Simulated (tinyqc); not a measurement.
Inside a calculation. Method: sp3 tight binding, zinc-blende lattice. One step of it, computed by the program tinyqc.

Question. Bloch Hamiltonian at G. Slater-Koster rules over the four bonds with direction cosines (l, m, n): ss V_ss; s-px l V_sp; px-s -l V_sp; px-px l^2 V_pps + (1 - l^2) V_ppp; px-py l m (V_pps - V_ppp); each times exp(i k.d).

Parameters chosen for this model: zinc-blende lattice, anion at 0, cation at a/4 (1,1,1); V = eta hbar^2 / (m d^2), hbar^2/m = 7.619964 eV angstrom^2:
```
parameter          value      unit
a               6.380000  angstrom
d               2.762621  angstrom
Es anion      -12.840000        eV
Ep anion       -7.460000        eV
Es cation     -12.840000        eV
Ep cation      -7.460000        eV
eta ss         -1.340000
eta sp          1.410000
eta pp sigma    2.870000
eta pp pi      -0.760000
V ss           -1.337874        eV
V sp            1.407763        eV
V pp sigma      2.865446        eV
V pp pi        -0.758794        eV
```

k point G (2 pi / a): 0  0  0

Give: H(k) at G.

Answer.

H(k) at G (eV), lower triangle:
```
           a s     a px     a py     a pz       c s     c px     c py     c pz
a s   -12.8400
a px    0.0000  -7.4600
a py    0.0000   0.0000  -7.4600
a pz    0.0000   0.0000   0.0000  -7.4600
c s    -5.3515   0.0000   0.0000   0.0000  -12.8400
c px    0.0000   1.7971   0.0000   0.0000    0.0000  -7.4600
c py    0.0000   0.0000   1.7971   0.0000    0.0000   0.0000  -7.4600
c pz    0.0000   0.0000   0.0000   1.7971    0.0000   0.0000   0.0000  -7.4600
```
